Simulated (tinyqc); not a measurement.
Resistance of a tapered via with liner, size effect and interface: one step of the calculation.

A round via whose diameter grows from db at the bottom as D(z) = db + 2 z/tan(ang). The fill, of diameter D - 2 tl, starts above the bottom liner (thickness fb tl) and has rho = rho0 (1 + ks lam/(D - 2 tl)); the sidewall liner conducts in parallel with it. The bottom liner and the interface are crossed over the full area pi db^2/4. Spreading in the lines above and below is left out.

Question. Total resistance. R_fill = sum of the slices; R_bottom = rl fb tl/(pi db^2/4); R_interface = ri/(pi db^2/4); ballistic (Sharvin) limit 1/(Sb pi (db - 2 tl)^2/4); ideal cylinder rho0 hv/(pi db^2/4).

Values chosen for this exercise; fill metal close to molybdenum:
```
symbol    value      unit                                               meaning
db           34        nm                                diameter at the bottom
hv           51        nm                                                height
rho0        5.2   uohm cm                          bulk resistivity of the fill
tl            0        nm                                 liner on the sidewall
fb          0.5                   liner at the bottom over that on the sidewall
rl          170   uohm cm                              resistivity of the liner
ri      1.9e-12  ohm cm^2                   interface resistivity at the bottom
Sb       1.3e15     S/m^2  ballistic conductance per area, about 3/(4 rho0 lam)
```

slice resistance, slice 0 to 9 (ohm): [0.34992654, 0.33090879, 0.31339053, 0.29721898, 0.28226024, 0.26839660, 0.25552421, 0.24355121, 0.23239609, 0.22198635]

Wanted: parts; R; shares; ballistic limit; ideal cylinder.

Answer.

parts (ohm): fill 2.7956, bottom liner 0, interface 0.20927
R = 3.0048 ohm
shares (%): fill 93.036, bottom liner 0.000, interface 6.964
ballistic limit = 0.84724 ohm
ideal cylinder = 2.9210 ohm

The fill is the largest part, and R is 1.03 times the ideal cylinder. With 2000 slices R = 3.0053 ohm.

Numbers from tinyqc (`OMP_NUM_THREADS=1 python tinyqc.py 2750178 2750179 out.jsonl`; about 0.01 s on one thread of a shared Intel Xeon 2.30GHz).
